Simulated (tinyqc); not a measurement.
Worked calculation: self-heating of a transistor with one or more fingers, with temperature-dependent conductivity. Computed by tinyqc, a small Python program that keeps every step. Command: `OMP_NUM_THREADS=1 python tinyqc.py 3031405 3031406 out.jsonl selfheat walk`. One thread of a shared host (Intel(R) Xeon(R) Processor @ 2.30GHz), about 0.06 s of CPU time with the checks. Intermediate numbers are printed to about 6 digits and carried at full precision; extremes and crossings named in words are read from the listed rows.

N long parallel fingers lie on the top face of a slab whose bottom is held at T_0; the top is otherwise insulated, and heat flows in two dimensions. P in W/mm is 1000 P in W/m.

Inputs (values chosen for the exercise, modelled on sapphire):
```
quantity                                      value           unit
conductivity at the base temperature kappa_0   33.2        W/(m K)
exponent m in kappa ~ T^-m                     1.24              -
base temperature T_0                            298              K
power per gate width P                          1.1           W/mm
fingers N                                         2              -
finger pitch s                                   22     micrometre
width of the heat source w                      1.4     micrometre
substrate thickness t                            80     micrometre
phonon free path Lambda                          17             nm
heat capacity C                                3.19  1e6 J/(m^3 K)
pulse length                                     69    microsecond
power coefficient beta                          1.2         1e-3/K
```

Power: power rises with temperature.

## Geometry factors

A line source of power P on the top face raises the top at distance x by (P/(pi kappa_0)) g(x), g(x) = -ln tanh(pi x/(4 t)) (the image sum for the slab). On a strip of width w the centre sees the mean of g over the strip, g_0 = 1 + ln(8 t/(pi w)) for w much below t.

own factor g_0 = 5.98027

g(j s), j = 1..7: 1.54793  0.89903  0.56161  0.35913  0.23172  0.15005  0.09731

## Linear temperature rise of each finger

theta_i = (P/(pi kappa_0)) [g_0 + sum over j != i of g(|i - j| s)], with equal powers and constant conductivity; thermal resistance = largest theta/P.

theta of each finger (K): 79.3955  79.3955

largest theta = 79.3955 K

thermal resistance = 72.1777 K mm/W

## Correction for the falling conductivity

Kirchhoff transformation for kappa = kappa_0 (T/T_0)^-m: T = T_0 [1 - (m - 1) theta/T_0]^(-1/(m - 1)), where theta is the linear rise. The bracket vanishes at the power P T_0/((m - 1) theta).

peak temperature = 392.455 K

true rise = 94.4546 K

true rise / linear rise = 1.18967

power at which the formula diverges = 17.2029 W/mm

The falling conductivity adds 19.0 % to the rise.

## Extra rise from ballistic phonons

Near a source smaller than the free path, Fourier's law overstates the flow. Rough estimate: a strip that emits phonons into a half space adds a resistance times area of 4 Lambda/(3 kappa_0), from the ballistic flux C v Delta T/4 with kappa_0 = C v Lambda/3, so Delta T_b = 4 Lambda P/(3 kappa_0 w); Knudsen number Lambda/w.

Knudsen number = 0.0121429

ballistic rise Delta T_b = 0.536431 K

Delta T_b / largest theta = 0.00675645

By this estimate the ballistic term is at most a fifth of the Fourier rise.

## Electrothermal feedback

The power follows P [1 + beta (T - T_0)] with T the peak temperature, for all fingers alike. Start at T_0 and repeat; stop when T changes by less than 1e-6 K, after 50 steps, or when the bracket falls below 0.05.

Iterations:
```
step  power (W/mm)    T (K)   change (K)
1          1.10000  392.455  9.44546e+01
2          1.22468  405.373  1.29184e+01
3          1.24173  407.181  1.80757e+00
4          1.24412  407.434  2.53716e-01
5          1.24445  407.470  3.56281e-02
6          1.24450  407.475  5.00337e-03
7          1.24451  407.476  7.02647e-04
8          1.24451  407.476  9.86761e-05
9          1.24451  407.476  1.38576e-05
10         1.24451  407.476  1.94608e-06
11         1.24451  407.476  2.73298e-07
```

converged (1 yes, 0 no) = 1

peak temperature with feedback = 407.476 K

Converged in 11 steps; feedback adds 15.0 K.

## Rise at the end of a pulse

After switching on, theta(tau) = (P D/kappa_0) int_0^tau X(u) Z(u) du at the hottest finger, D = kappa_0/C; X = sum over fingers at distance x of [erf((x + w/2)/r) - erf((x - w/2)/r)]/(2 w), Z = sum_(j=-200..200) (-1)^j exp(-(2 j t/r)^2)/sqrt(pi D u), r = 2 sqrt(D u); trapezoid rule on 300 points evenly spaced in ln u from u_0 = 1e-3 min(tau, w^2/D) to tau, plus the exact piece 2 sqrt(u_0/(pi D))/w below u_0. Conductivity and power are held at their base values here, and Fourier's law is used even where the diffusion length is near a phonon free path.

diffusivity D = 10.4075 micrometre^2/microsecond

diffusion length sqrt(D tau) = 26.7977 micrometre

linear rise after the pulse = 60.456 K

share of the steady rise = 0.7615

## Rise against time

The formulas are those given above.

Heating curve:
```
time (microsecond)  sqrt(D time) (micrometre)  rise (K)  share of the steady rise
6.10e-04                            0.0796780    2.1278                    0.0268
0.0061                               0.251964    6.6801                   0.08414
0.061                                0.796780    16.508                    0.2079
0.61                                  2.51964    28.354                    0.3571
6.1                                   7.96780    40.761                    0.5134
31                                    17.9620    52.973                    0.6672
120                                   35.3398    65.919                    0.8303
370                                   62.0547    75.855                    0.9554
920                                   97.8515     79.12                    0.9965
```

Half the steady rise is reached between 0.61 and 6.1 microseconds, and the last row holds 99.7 % of it; the slowest time constant is 4 t^2/(pi^2 D) = 249 microseconds. While the diffusion length lies between w and the pitch or thickness, the rise grows as the logarithm of time; once it nears the pitch of 22 micrometre the neighbours add their heat.

Checks made by the program: g(s) against the alternating image sum (relative difference 8e-07); Kirchhoff integral of kappa/kappa_0 from T_0 to T (relative difference below 1e-10); long-time limit against the steady rise (relative difference 5e-06).
